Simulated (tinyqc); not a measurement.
Frenkel-Kontorova chain: a misfit dislocation (kink) in a monolayer on a periodic substrate: one step, computed by the program tinyqc. Command: `OMP_NUM_THREADS=1 python tinyqc.py 3018385 3018386 out.jsonl fkchain walk`. One thread of a shared host (Intel(R) Xeon(R) Processor @ 2.30GHz), about 0.01 s of CPU time with the checks.

E = sum_j [(k/2)(x_(j+1) - x_j - b)^2 + (W/2)(1 - cos(2 pi x_j/a))], x_j = a (j + u_j). A kink takes u from 0 to 1: the chain is stretched by one period and has one atom fewer than wells.

Problem. Continuum limit. l0 = sqrt(k a^2/(2 W)); kink u(j) = (2/pi) arctan exp(pi j/l0); kink energy at f = 0: E0 = (4/pi) W l0; with misfit E0 - k a^2 f; kinks become favourable at f_c = 2/(pi l0), and a coherent chain with free ends loses stability at f_m = 1/l0. Lowest vibration of the flat chain: nu0 = 15.6333042 THz x sqrt(2 pi^2 W/(a^2 M)).

Inputs (values chosen for the exercise, for a model overlayer):

| quantity | value | unit |
|---|---|---|
| spring constant k | 5.02 | eV/angstrom^2 |
| substrate period a | 4.09 | angstrom |
| corrugation W | 4.59 | eV |
| misfit f = (b - a)/a | 0.36 | - |
| atomic mass M | 195 | u |

Constants: nu for 1 eV/(angstrom^2 u) = 15.6333042 THz.

Give: kink width l0; kink energy E0; kink energy with misfit; critical misfit f_c; limit f_m; gap frequency nu0.

Solution.

kink width l0 = 3.025

kink energy E0 = 17.68 eV

kink energy with misfit = -12.56 eV

critical misfit f_c = 0.2105

limit f_m = 0.3306

gap frequency nu0 = 2.605 THz

f > f_m: kinks enter without a barrier. Caution: a corrugation above 1 eV is larger than real overlayers usually show; it is chosen to keep the kink narrow.
